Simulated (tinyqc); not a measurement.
# MOSFET with velocity saturation and source resistance, step by step

Computed by the program tinyqc: `OMP_NUM_THREADS=1 python tinyqc.py 2500023 2500024 out.jsonl`, one thread of a shared Intel Xeon 2.30GHz, about 0.01 s for the whole run. Printed values are rounded.

Strong inversion, charge Q = Cox (Vg - m V) at channel potential V with Vg the gate overdrive, and drift velocity v = mu E/(1 + mu E/vsat). Integrating along the channel gives I = mu Cox (1/L)(Vg Vd - m Vd^2/2)/(1 + Vd/Vc) per width, Vc = vsat L/mu, which peaks at Vdsat. Units: I in uA/um, Rs in ohm um, so the drop over Rs is 1e-6 I Rs volts.

Parameters, values chosen for the exercise:
- Cox = 0.45 uF/cm^2 (gate capacitance)
- mu0 = 180 cm^2/(V s) (mobility at low gate voltage)
- th = 0.1 1/V (mobility degradation)
- vsat = 8e6 cm/s (saturation velocity)
- m = 1.43 (body factor)
- VT = 0.37 V (threshold)
- L = 0.07 um (channel length)
- Rs = 100 ohm um (source resistance)
- Vgs = 1.8 V (gate voltage)

Range of the model: At this length velocity overshoot and near-ballistic transport, left out here, matter.

## Saturation without source resistance

Vg = Vgs - VT (0 if negative), mu = mu0/(1 + th Vg), Vc = vsat L/mu, x = sqrt(1 + 2 Vg/(m Vc)), Vdsat = 2 Vg/(m (1 + x)), Isat = Cox vsat Vg (x - 1)/(x + 1) per width. Long-channel limit: mu Cox Vg^2/(2 m L); short-channel limit: Cox vsat Vg.

Vg = 1.43 V
mu = 157.4803 cm^2/(V s)
Vc = 0.3556 V
Vdsat = 0.5596330 V
Isat = 226.7010 uA/um
long-channel limit = 723.8470 uA/um
short-channel limit = 514.8 uA/um

Isat is 0.313 of the long-channel and 0.440 of the short-channel limit.

## Iteration 1: saturation current with source resistance

I at the start = 0 uA/um

Vg = Vgs - I Rs - VT (0 if negative), mu = mu0/(1 + th Vg), Vc = vsat L/mu, x = sqrt(1 + 2 Vg/(m Vc)), Vdsat = 2 Vg/(m (1 + x)), Isat = Cox vsat Vg (x - 1)/(x + 1) per width. I(new) = Isat.

Vg = 1.43 V
mu = 157.4803 cm^2/(V s)
Vc = 0.3556 V
Vdsat = 0.5596330 V
Isat = 226.7010 uA/um
I after iteration 1 = 226.7010 uA/um

## Iteration 2: saturation current with source resistance

As before.

Vg = 1.407330 V
mu = 157.7933 cm^2/(V s)
Vc = 0.3548947 V
Vdsat = 0.5531181 V
Isat = 221.8936 uA/um
I after iteration 2 = 221.8936 uA/um

## Course of the iteration: saturation current with source resistance

Stop when I changes by less than 1e-6 uA/um, or after 80 iterations.

Course of the iteration:
```
iteration  I (uA/um)  |change| (uA/um)
1           226.7010               227
2           221.8936              4.81
3           221.9953             0.102
4           221.9932           2.15e-3
5           221.9932           4.56e-5
6           221.9932           9.66e-7
```

Converged in 6 iterations. At the end each change is about 0.021 times the one before, with alternating sign: linear convergence. The resistance lowers Isat by 2.08 %.
